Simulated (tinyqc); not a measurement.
Changing the generation rate G: carrier lifetime from Shockley-Read-Hall, radiative, Auger and surface recombination. Computed by tinyqc, a small Python program. Command: `OMP_NUM_THREADS=1 python tinyqc.py 3029955 3029956 out.jsonl lifetime sweep`. One thread of a shared host (Intel(R) Xeon(R) Processor @ 2.30GHz), about 0.03 s of CPU time with the checks.

Energies are counted from the top of the valence band. Boltzmann statistics, full ionisation, and equal excess densities of electrons and holes.

Inputs (values chosen for the exercise, with bands modelled on GaAs):
```
quantity,value,unit
gap E_g,1.4,eV
electron mass m_e,0.0679,m_0
valleys M_c,1,-
hole mass m_h,0.51,m_0
temperature T,400,K
doping N,8.3e+15,cm^-3
trap level E_t,0.809,eV
trap density N_t,5.6e+14,cm^-3
electron cross-section sigma_n,3.9e-17,cm^2
hole cross-section sigma_p,1.6e-14,cm^2
radiative coefficient B,5.1e-11,cm^3/s
Auger coefficient C_n,1.3e-31,cm^6/s
Auger coefficient C_p,1.3e-31,cm^6/s
diffusion coefficient D,9.2,cm^2/s
surface velocity S,2100,cm/s
thickness W,35,micrometre
```

Doping: p-type. Surface term: two equal surfaces.

Constants: m_0 = 9.1093837015e-31 kg; k_B = 1.380649e-23 J/K; h = 6.62607015e-34 J s; k_B = 8.617333262e-05 eV/K.

Method:
- N_c = 2 M_c (2 pi m_e k_B T/h^2)^(3/2) and N_v = 2 (2 pi m_h k_B T/h^2)^(3/2), masses in units of m_0.
- n_i = sqrt(N_c N_v) exp(-E_g/2 k_B T); majority density N/2 + sqrt(N^2/4 + n_i^2), minority density n_i^2 over it.
- v = sqrt(3 k_B T/m) with m_e or m_h; tau_n0 = 1/(sigma_n v_n N_t), tau_p0 = 1/(sigma_p v_p N_t); n1 = N_c exp(-(E_g - E_t)/k_B T), p1 = N_v exp(-E_t/k_B T).
- The slowest diffusion mode has x tan x = S W/(2 D) with 0 < x < pi/2 (bisection), and tau_s = W^2/(4 x^2 D). The common approximation is W/(2 S) + W^2/(pi^2 D).
- With n = n_0 + dn, p = p_0 + dn and U/dn = 1/tau: (n p - n_i^2)/dn = n_0 + p_0 + dn = s; 1/tau_SRH = s/[tau_p0 (n + n1) + tau_n0 (p + p1)]; 1/tau_rad = B s; 1/tau_Aug = (C_n n + C_p p) s; the rates add, with 1/tau_s.
- dn solves dn/tau_eff(dn) = G (60 bisections in ln dn between 1e-2 and 1e22 cm^-3); the splitting of the quasi-Fermi levels is k_B T ln(n p/n_i^2).

One run for each value:
```
generation rate G (cm^-3 s^-1),steady excess density (cm^-3),lifetime in the steady state (s),quasi-Fermi splitting under G (eV)
1.00e+16,3.832e+09,3.832e-07,0.489
1.00e+17,3.832e+10,3.832e-07,0.568
2.00e+18,7.664e+11,3.832e-07,0.671
2.00e+19,7.663e+12,3.831e-07,0.751
3.00e+20,1.147e+14,3.824e-07,0.845
4.00e+21,1.490e+15,3.725e-07,0.938
5.00e+22,1.487e+16,2.973e-07,1.047
6.00e+23,8.589e+16,1.432e-07,1.156
8.00e+24,3.710e+17,4.638e-08,1.254
1.00e+26,1.370e+18,1.370e-08,1.344
```

What does the table show, and why?

Over the rows, steady excess density (cm^-3) rises from 3.83e9 to 1.37e18 (exponent d ln y / d ln x 1.00 between the first rows and 0.52 between the last); lifetime in the steady state (s) falls from 3.83e-7 to 1.37e-8; quasi-Fermi splitting under G (eV) rises from 0.489 to 1.34 (exponent d ln y / d ln x 0.065 between the first rows and 0.027 between the last). At the low end the exponent of steady excess density is 1.00, close to 1: the lifetime is constant. At the high end the exponent of steady excess density is 0.52, close to 0.50: the exponent of a rate that goes as dn^2, such as radiative recombination at high injection. The local ideality factor, d(splitting)/d(k_B T ln G), goes from 1.00 to 1.03; once dn is well above the equilibrium minority density it is 1 at low injection with a constant lifetime or for radiative recombination, 2 for first-order recombination at high injection and 2/3 for Auger recombination at high injection.

Caution (rows 1.00e26): the splitting comes within 3 k_B T of the gap, where the bands are degenerate and these rates fail.

Extremes, crossings and ranges named in words are read from the listed rows.
